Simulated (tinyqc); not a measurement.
From results back to parameters: sp3s* tight binding. Two cases, with inputs chosen for the exercise.

Problem. For a crystal of one element and without spin-orbit coupling the levels at Gamma are Es -/+ |Vss| and Ep -/+ Vxx, and the upper valence level at X is Ep - Vxy. The levels below come from hidden parameters.

Find: Es, |Vss|, Ep, Vxx, Vxy.

Method. Means give the levels and half the splittings give the couplings; Vxy = Ep - E(X).

Case 1.

s levels at Gamma (eV): -27.1360  18.0860

p levels at Gamma (eV): -0.0410  7.6990

upper valence level at X = -7.9340 eV

Solution.

Es, |Vss|, Ep, Vxx, Vxy (eV): -4.525  22.611  3.829  3.870  11.763

Case 2.

s levels at Gamma (eV): -12.5140  4.0960

p levels at Gamma (eV): -0.0020  3.4300

upper valence level at X = -2.8530 eV

Solution.

Es, |Vss|, Ep, Vxx, Vxy (eV): -4.209  8.305  1.714  1.716  4.567

Computed by tinyqc, one run a case: `OMP_NUM_THREADS=1 python tinyqc.py N N+1 out.jsonl` with N = 1450413, 1450476; one thread of a shared Intel(R) Xeon(R) Processor @ 2.30GHz, about 0.1 s a run at most.
